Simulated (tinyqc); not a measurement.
From results back to parameters: defect, radiative and Auger recombination at equal electron and hole densities (ABC model). Four cases, with inputs chosen for the exercise.

Problem. The peak efficiency, the current at the peak and the differential lifetime there, tau_p = 1/(Ae + 2 B n_p + 3 C n_p^2), are given; Ae, B and C are hidden. n_p = sqrt(Ae/C), Q = B/sqrt(Ae C), IQE_max = Q/(Q + 2).

J/(e d) = Ae n + B n^2 + C n^3 with Ae = A + 4 S/w (four side walls, carriers spread evenly), e = 1.602176634e-19 C, lengths in cm; internal efficiency IQE = B n^2/(Ae n + B n^2 + C n^3); all injected carriers recombine in the layer.

Find: Q; Ae; n_p; B; C.

Method. Q = 2 IQE/(1 - IQE). At the peak B n = Q Ae and C n^2 = Ae, so 1/tau_p = Ae (4 + 2Q) and J = e d Ae n_p (2 + Q); B and C follow.

Case 1.

Values chosen (out of a larger set: orders of magnitude like those quoted for GaN; not measured data): d = 2.2 nm (active thickness).

IQE_max = 0.428333
J at the peak = 6.67105 A/cm^2
tau_p = 18.8049 ns

Solution.

Q = 1.50
Ae = 7.60e+06 1/s
n_p = 7.12e+18 1/cm^3
B = 1.6e-12 cm^3/s
C = 1.5e-31 cm^6/s

Case 2.

Values chosen (out of a larger set: orders of magnitude like those quoted for InGaAs; not measured data): d = 44 nm (active thickness).

IQE_max = 0.636653
J at the peak = 85.6690 A/cm^2
tau_p = 4.32556 ns

Solution.

Q = 3.50
Ae = 2.10e+07 1/s
n_p = 1.05e+18 1/cm^3
B = 7.0e-11 cm^3/s
C = 1.9e-29 cm^6/s

Case 3.

Values chosen (out of a larger set: orders of magnitude like those quoted for Ge; not measured data): d = 250 nm (active thickness).

IQE_max = 0.0683512
J at the peak = 0.869760 A/cm^2
tau_p = 1293.96 ns

Solution.

Q = 0.147
Ae = 1.80e+05 1/s
n_p = 5.62e+17 1/cm^3
B = 4.7e-14 cm^3/s
C = 5.7e-31 cm^6/s

Case 4.

Values chosen (out of a larger set: orders of magnitude like those quoted for GaAs; not measured data): d = 180 nm (active thickness).

IQE_max = 0.976110
J at the peak = 760.428 A/cm^2
tau_p = 3.07304 ns

Solution.

Q = 81.7
Ae = 1.94e+06 1/s
n_p = 1.62e+18 1/cm^3
B = 9.8e-11 cm^3/s
C = 7.4e-31 cm^6/s

Computed by tinyqc, one run a case: `OMP_NUM_THREADS=1 python tinyqc.py N N+1 out.jsonl` with N = 1652782, 1652786, 1680153, 1680196; one thread of a shared Intel(R) Xeon(R) Processor @ 2.30GHz, about 0.01 s a run at most.
